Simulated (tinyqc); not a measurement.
Inside a calculation. Model: scattering rates of a carrier in a spherical band by Fermi's golden rule. Computed by tinyqc, a small Python program that keeps every step. Command: `OMP_NUM_THREADS=1 python tinyqc.py 3012079 3012080 out.jsonl scatter walk`. One thread of a shared host (Intel(R) Xeon(R) Processor @ 2.30GHz), about 0.01 s of CPU time with the checks. Intermediate numbers are printed to about 5 digits and carried at full precision; extremes and crossings named in words are read from the listed rows.

All processes here are isotropic or elastic, and the rate listed is the momentum relaxation rate.

Inputs (values chosen for the exercise, modelled on electrons in silicon):
```
quantity                                            value       unit
density-of-states mass of one valley m              0.326        m_0
static permittivity eps_s                            11.7          -
density rho                                          2329     kg/m^3
sound velocity v_l                                   9100        m/s
acoustic deformation potential D_A                    8.7         eV
phonon energy hbar w                                 58.3        meV
optical or intervalley deformation potential D_o      4.5  1e8 eV/cm
final valleys Z_f                                       5          -
ionised impurity density N_I                      2.1e+17     1/cm^3
temperature T                                         400          K
carrier energy E                                       30        meV
neutral impurity density N_n                      1.4e+15     1/cm^3
```

Crystal: non-polar. Band: parabolic. Impurity formula: Brooks-Herring. Further scattering: neutral impurities.

Constants: m_0 = 9.1093837015e-31 kg; e = 1.602176634e-19 C; hbar = 1.054571817e-34 J s; k_B = 8.617333262e-05 eV/K; eps_0 = 8.8541878128e-12 F/m; k_B = 1.380649e-23 J/K; hbar = 6.582119569e-16 eV s.

## The band at energy E

Parabolic band: E = hbar^2 k^2/(2 m), speed v = hbar k/m, states per spin, volume and energy g(E) = m k/(2 pi^2 hbar^2). Masses are multiplied by m_0 and all formulas are in SI units.

wave number k = 0.50665 1/nm

speed v = 1.7992e+05 m/s

g(E) = 1.0981e+20 1/(eV cm^3)

## Phonon occupation and screening length

Phonon occupation N_q = 1/(exp(hbar w/(k_B T)) - 1). Debye screening by free carriers of density N_I: L_s = sqrt(eps_s eps_0 k_B T/(e^2 N_I)).

N_q = 0.22589

screening length L_s = 10.302 nm

Above the threshold emission is favoured over absorption by (N_q + 1)/N_q = exp(hbar w/k_B T) = 5.43, apart from the density of final states.

## Acoustic phonons

Acoustic deformation potential (elastic, equipartition, absorption and emission together): 1/tau = 2 pi k_B T D_A^2 g(E)/(hbar rho v_l^2).

acoustic rate = 2.2719e+12 1/s

## Optical or intervalley phonons

Optical or intervalley deformation potential: 1/tau = (pi Z_f D_o^2/(rho w)) [N_q g(E + hbar w) + (N_q + 1) g(E - hbar w)], with g = 0 below the band edge.

absorption rate = 1.0514e+12 1/s

emission rate = 0 1/s

E lies below hbar w, so emission is forbidden.

## Ionised impurities

Singly charged impurities, momentum relaxation: 1/tau = N_I e^4 m (1 + 2 alpha E) Phi/(8 pi (eps_s eps_0)^2 hbar^3 k^3), with alpha = 0 for a parabolic band. Brooks-Herring: Phi = ln(1 + b) - b/(1 + b), b = 4 k^2 L_s^2.

b = 108.97

ionised-impurity rate = 3.7051e+12 1/s

Caution: k times the effective Bohr radius is below 1, so the Born approximation behind the Brooks-Herring rate is rough.

## All rates at E

Neutral impurities (Erginsoy): 1/tau = 20 N_n a_B hbar/m, a_B = 4 pi eps_s eps_0 hbar^2/(m e^2). Rates add: 1/tau_m is the sum, and the mean free path is v tau_m.

Momentum relaxation rates:
```
process             rate (1/s)  share (%)
acoustic            2.2719e+12     32.238
optical absorption  1.0514e+12     14.919
optical emission             0          0
ionised impurity    3.7051e+12     52.575
neutral impurity    1.8884e+10    0.26797
```

momentum relaxation time tau_m = 141.90 fs

mean free path = 25.530 nm

The largest rate is ionised impurity (53 %), then acoustic (32 %). Caution: Erginsoy's formula holds for k a_B below about 0.5 and for dopants that stay neutral, which means low temperature; elsewhere it is only a rough constant rate.

## Rates against energy

The formulas are those given above.

Momentum relaxation rates (1e12/s) and the total time:
```
E (meV)  acoustic  optical absorption  optical emission  ionised impurity  neutral impurity  tau_m (fs)
5.8        0.9989              0.8958             0.000        2.5139e+01          0.018884       36.97
15.0       1.6065              0.9579             0.000        8.5721e+00          0.018884       89.64
29.0       2.2337              1.0454             0.000        3.8634e+00          0.018884      139.64
52.0       2.9911              1.1751             0.000        1.8610e+00          0.018884      165.40
64.0       3.3183              1.2373             1.450        1.4289e+00          0.018884      134.17
87.0       3.8689              1.3487             3.253        9.6318e-01          0.018884      105.79
130.0      4.7293              1.5353             5.141        5.7156e-01          0.018884       83.36
200.0      5.8660              1.7982             7.228        3.2444e-01          0.018884       65.64
350.0      7.7600              2.2608            10.370        1.5414e-01          0.018884       48.63
580.0      9.9894              2.8267            13.868        7.8184e-02          0.018884       37.34
```

The largest rate is ionised impurity from 5.80 to 29.0, acoustic from 52.0 to 87.0, optical emission from 130 to 580 meV. Crossing hbar w = 58.3 meV opens emission: tau_m goes from 165 to 134 fs between the two rows around it. The impurity rate goes between the last rows as E^-1.34, against the E^(-3/2) of unscreened Rutherford scattering; the acoustic rate follows g(E) and grows by a factor 10.0 over the table. At 5.8 meV hbar/tau exceeds E/2, so the golden rule loses its meaning there. Erginsoy's formula holds for k a_B below about 0.5 and for dopants that stay neutral, which means low temperature; elsewhere it is only a rough constant rate.

Checks made by the program: Brooks-Herring rate against the angular integral of the screened Coulomb matrix element (relative difference below 1e-10).
